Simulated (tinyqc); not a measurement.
Planar ballistic transistor, top-of-the-barrier model: effect of the band edge at the barrier top above the source Fermi level at zero bias.

At the top of the source barrier, states moving towards the drain are filled by the source (Fermi level 0) and states moving back by the drain (Fermi level -q Vd); nothing scatters. U is the shift of the band edge there, set by the capacitances CG, CD and CS (the total) and by the charge. Parabolic two-dimensional band; the source is grounded.

N0 = gv m kB T/(pi hbar^2), CG = eps0 eox/tox, vT = sqrt(2 kB T/(pi m)), CS = CG/aG, n0 = n at U = 0 and Vd = 0. eta1 = -(E0 + U)/Vt, eta2 = eta1 - Vd/Vt, n = (N0/2)[F_0(eta1) + F_0(eta2)], F_0(x) = ln(1 + exp x). U = UL + q (n - n0)/CS with UL = -(aG Vg + aD Vd), energies in eV. I = q (N0/2) vT [F_(1/2)(eta1) - F_(1/2)(eta2)] per width, F_(1/2)(x) = (2/sqrt(pi)) int_0^infinity u^(1/2)/(1 + exp(u - x)) du. CQ = (q/Vt) dn/d(eta1).

Parameters, values chosen for the exercise; mass and valleys close to those of a monolayer dichalcogenide:

| symbol | value | unit | meaning |
|---|---|---|---|
| T | 250 | K | temperature |
| m | 0.487 | m0 | effective mass |
| gv | 2 |  | valley degeneracy |
| eox | 16 |  | relative permittivity of the gate insulator |
| tox | 1.5 | nm | insulator thickness |
| aG | 0.76 |  | gate control CG/CS |
| aD | 0.064 |  | drain control CD/CS |
| Vg | 0.8 | V | gate voltage |
| Vd | 0.8 | V | drain voltage |

Constants: q = 1.602176634e-19 C, kB = 1.380649e-23 J/K, hbar = 1.054571817e-34 J s, m0 = 9.1093837015e-31 kg, Vt = kB T/q, eps0 = 8.8541878128e-14 F/cm where lengths are in cm. Results are converted to the units shown.

Results:

| E0 (eV) | eta1 | n (cm^-2) | I (uA/um) | mean velocity I/(q n) (cm/s) | CQ/CS |
|---|---|---|---|---|---|
| 0.1 | 7.1781 | 3.1463e13 | 7324.3 | 1.4530e7 | 2.6208 |
| 0.15 | 6.5245 | 2.8601e13 | 6379.7 | 1.3922e7 | 2.6190 |
| 0.2 | 5.8817 | 2.5790e13 | 5498.1 | 1.3306e7 | 2.6155 |
| 0.25 | 5.2391 | 2.2984e13 | 4666.7 | 1.2673e7 | 2.6090 |
| 0.35 | 3.9478 | 1.7386e13 | 3161.8 | 1.1351e7 | 2.5732 |
| 0.4 | 3.2947 | 1.4599e13 | 2495.2 | 1.0668e7 | 2.5291 |
| 0.45 | 2.6300 | 1.1831e13 | 1891.2 | 9.9767e6 | 2.4465 |

Estimate the missing row, E0 = 0.3 eV.

Computed row:

| E0 (eV) | eta1 | n (cm^-2) | I (uA/um) | mean velocity I/(q n) (cm/s) | CQ/CS |
|---|---|---|---|---|---|
| 0.3 | 4.5950 | 2.0182e13 | 3886.8 | 1.2020e7 | 2.5966 |

With this row back in the table: As E0 goes from 0.1 to 0.45 eV, n falls from 3.15e13 to 1.18e13 cm^-2, the mean velocity falls from 1.45e7 to 9.98e6 cm/s and the current falls from 7320 to 1890 uA/um. CQ/CS goes from 2.6 to 2.4.

Numbers from tinyqc (`OMP_NUM_THREADS=1 python tinyqc.py 2400057 2400058 out.jsonl`; about 0.01 s on one thread of a shared Intel Xeon 2.30GHz).
